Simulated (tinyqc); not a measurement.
Van der Pauw, Hall and four-point-probe measurements on a doped layer: correction factor against the shape of the sample.

A uniform p-type layer with sheet resistance Rs = 1/(q ns mu), point contacts, low field (mu B small).

Rs = 1/(q ns mu). For a rectangle with contacts at the corners, RA = (8 Rs/pi) sum_(k>=0) ln coth((2k + 1) pi a/(2 b)) with current along a short side b and voltage along the opposite one, RB the same with a and b exchanged. ar = a/b. F = Rs/[(pi/ln 2)(RA + RB)/2]; small-asymmetry estimate 1 - (ln 2/2) d^2 - ((ln 2)^2/4 - (ln 2)^3/12) d^4 with d = (RB - RA)/(RB + RA).

Inputs (values chosen for the exercise):
- ns = 2.8e14 cm^-2 (sheet density of the layer)
- mu = 30 cm^2/(V s) (drift mobility)

Constants: q = 1.602176634e-19 C. Results are converted to the units shown.

Results:
```
ar	RA (ohm)	RB (ohm)	RB/RA	F	estimate of F
1	163.94	163.94	1.0000	1.0000	1.0000
1.69	18.715	609.26	32.554	0.52212	0.62128
2.03	6.4313	855.81	133.07	0.38027	0.57672
2.37	2.2101	1106.3	500.59	0.29577	0.56529
2.71	0.75949	1358.2	1788.4	0.24126	0.56225
3.06	0.25292	1618.1	6397.4	0.20261	0.56140
3.4	0.086916	1870.6	21522	0.17527	0.56116
```

Estimate the missing row, ar = 1.34.

Computed row:
```
ar	RA (ohm)	RB (ohm)	RB/RA	F	estimate of F
1.34	56.214	367.39	6.5355	0.77403	0.78609
```

With this row back in the table: RB/RA rises from 1.00 to 21500 and F falls from 1.00 to 0.175. The estimate is 19 % above F at a/b = 1.69 and 3.20 times it in the last row. RA shrinks about as exp(-pi a/b): by a factor of 2.91 between the last two rows, against 2.91.

tinyqc, about 0.01 s, one thread, Intel Xeon 2.30GHz (shared host): `OMP_NUM_THREADS=1 python tinyqc.py 2850135 2850136 out.jsonl`
